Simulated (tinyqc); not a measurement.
Read current of a NAND string, cells in series solved by shooting: one step of the calculation.

Cells in series, numbered from 0 at the source line (0 V) to the bit line, each followed by a gap resistance Rg. A cell with gate Vg, threshold VT, source Vs and drain Vd passes I = 2 nf K Vt^2 [F(Vs) - F(Vd)]/(1 + th max(Vg - VT, 0)), F(V) = ln^2(1 + exp((Vg - VT - nf V)/(2 nf Vt))). The selected cell has Vg = Vr, the others Vg = Vp.

Task. Node voltages for a trial current. For a trial current I start at 0 V and, cell by cell (the selected one is cell 3), solve for the drain: sqrt(F(Vd)) = sqrt(F(Vs) - I/k), k = 2 nf K Vt^2/(1 + th max(Vg - VT, 0)), Vd = [Vg - VT - 2 nf Vt ln(exp(sqrt F) - 1)]/nf, then add I Rg.

Values chosen for this exercise; values of the order met in vertical NAND strings: temperature T = 300 K; gain factor of a cell K = 7.8 uA/V^2; slope factor nf = 1.6; mobility reduction factor th = 0.06 1/V; resistance of the gap between cells Rg = 15 kohm; bit-line voltage Vbl = 0.5 V; pass voltage Vp = 5.9 V; read voltage on the selected word line Vr = 4.02 V.

Constants: q = 1.602176634e-19 C, kB = 1.380649e-23 J/K, Vt = kB T/q. Results are converted to the units shown.

first trial current = 0.75 uA
thresholds from the source end, cell 0 to 4 (V): -0.5  3.3  3.3  2.7  -0.5

Find: node voltage after each cell and gap, trial 1.

Result.

node voltage after each cell and gap, trial 1, cell 0 to 4 (V): 0.032098  0.087575  0.14470  0.25910  0.29265

Program tinyqc, `OMP_NUM_THREADS=1 python tinyqc.py 2142184 2142185 out.jsonl`; Intel Xeon 2.30GHz, shared host, one thread, about 1 s.
